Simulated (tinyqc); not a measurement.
Frequency dispersion of an accumulation capacitance by border traps, distributed model: one step of the calculation.

Traps spread evenly through the insulator exchange electrons with the semiconductor by tunnelling, with tau(x) = t0 exp(2 ka x) at depth x from the interface. The admittance per area Y seen at depth x obeys dY/dx = -Y^2/(i w eps0 eox) + q Nb ln(1 + i w tau)/tau, with Y(0) = i w Cs and w = 2 pi f; the gate sees Y(tox) = G + i w C. Working variable y = Y/(i w), in uF/cm^2. Cox = eps0 eox/tox.

Task. Scales and lumped estimate. Cox; trap-free value 1/(1/Cox + 1/Cs); response depth d = ln(1/(w t0))/(2 ka), where w tau = 1; lumped estimate: all traps within d act as C_bt = q Nb d placed at d/2, so C = 1/{1/[1/(1/Cs + d/(2 eps0 eox)) + C_bt] + (tox - d/2)/(eps0 eox)}.

Inputs (values chosen for the exercise); permittivity close to that of aluminium oxide:
- eox = 8.67 (relative permittivity of the insulator)
- tox = 12 nm (insulator thickness)
- Cs = 3.5 uF/cm^2 (semiconductor capacitance in accumulation)
- Nb = 6.8e18 cm^-3 eV^-1 (density of border traps)
- ka = 6.5 1/nm (decay constant of the wave function in the insulator)
- t0 = 4e-11 s (time constant of a trap at the interface)
- f = 100 Hz (frequency)

Constants: q = 1.602176634e-19 C, eps0 = 8.8541878128e-14 F/cm where lengths are in cm. Results are converted to the units shown.

Find: Cox; trap-free C; d; C_bt; lumped C.

Result.

Cox = 0.6397 uF/cm^2
trap-free C = 0.5409 uF/cm^2
d = 1.346 nm
C_bt = 0.1467 uF/cm^2
lumped C = 0.5466 uF/cm^2

The traps within reach amount to 0.0419 Cs and lie in the first 11.2 % of the insulator.

Numbers from tinyqc (`OMP_NUM_THREADS=1 python tinyqc.py 2202155 2202156 out.jsonl`; about 0.6 s on one thread of a shared Intel Xeon 2.30GHz).
